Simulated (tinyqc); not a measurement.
# Changing the thickness d

Model: permeation of metal atoms or ions through a thin barrier or dielectric: time lag, field-aided drift and lifetime. Computed by tinyqc, a small Python program. Command: `OMP_NUM_THREADS=1 python tinyqc.py 3021426 3021427 out.jsonl barrier sweep`. One thread of a shared host (Intel(R) Xeon(R) Processor @ 2.30GHz), about 0.03 s of CPU time with the checks.

The film 0 < x < d is empty at first; C = C0 at x = 0 and C = 0 at x = d. dC/dt = D d2C/dx2 - v dC/dx with drift v = D z e V/(k_B T d) (uniform field, no space charge).

Inputs (values chosen for the exercise, for a model case: doubly charged vacancies through an oxide):
```
quantity                                   value    unit
prefactor D0                                0.31  cm^2/s
activation energy E                         1.26      eV
concentration at the source side C0      4.7e+13  1/cm^3
charge number z                                2       -
voltage V (positive drives ions across)     0.07       V
critical dose Q_c                          4e+09  1/cm^2
test temperature T                           125       C
use temperature T_u                          100       C
```

Constants: k_B = 8.617333262e-05 eV/K.

Method:
- D = D0 exp(-E/(k_B T)); time scale d^2/D; Peclet number P = z V/(k_B T), k_B T in eV; 1 nm = 1e-7 cm.
- Temperatures in kelvin are T(C) + 273.15.
- Steady flux J = (D C0/d) P/(1 - exp(-P)); time lag in units of d^2/D: s_L = [P (1 + exp(-P))/(1 - exp(-P)) - 2]/P^2 (P = 0: J = D C0/d, s_L = 1/6).
- Dose through the film Q(s) = C0 d {f (s - s_L) - 2 exp(P/2) sum_(n=1..200) (-1)^n n^2 pi^2 exp(-l_n s)/l_n^2}, l_n = n^2 pi^2 + P^2/4, f = P/(1 - exp(-P)) the relative flux.
- Solve Q = Q_c for s. At the use temperature D and P take T_u, with the same C0 and V; 1 year = 3.15576e7 s.

One run for each value:
```
thickness d (nm)  failure time at T (s)  time lag (s)  s at the critical dose  steady flux J (1/(cm^2 s))
9.4                           5.563e+05     3.381e+03                   21.95                        7234
14.0                          8.310e+05     7.500e+03                   14.78                        4857
22.0                          1.313e+06     1.852e+04                    9.45                        3091
34.0                          2.044e+06     4.423e+04                    6.16                        2000
51.0                          3.100e+06     9.952e+04                    4.15                        1333
79.0                          4.886e+06     2.388e+05                    2.73                         861
120.0                         7.610e+06     5.510e+05                    1.84                         567
180.0                         1.183e+07     1.240e+06                    1.27                         378
280.0                         1.947e+07     3.000e+06                    0.87                         243
```

What does the table show, and why?

Over the rows, failure time at T (s) rises from 556000 to 1.95e7 (exponent d ln y / d ln x 1.0 between the first rows and 1.1 between the last); time lag (s) rises from 3380 to 3.00e6 (exponent d ln y / d ln x about 2.0 throughout); s at the critical dose falls from 21.9 to 0.866 (exponent d ln y / d ln x -0.99 between the first rows and -0.87 between the last). At the low end the exponent of failure time at T is 1.01, close to 1: steady flow: J scales as 1/d. The exponent of time lag stays at 2: the lag scales as d^2/D, with P independent of d.

Caution (all rows): grain boundaries, pinholes, trapping and space charge are left out; thin real barriers usually fail at defects. Caution (rows 280): the space-charge potential z e C0 d^2/(2 eps) (for eps_r near 4) exceeds 10 mV, so the field is not uniform.
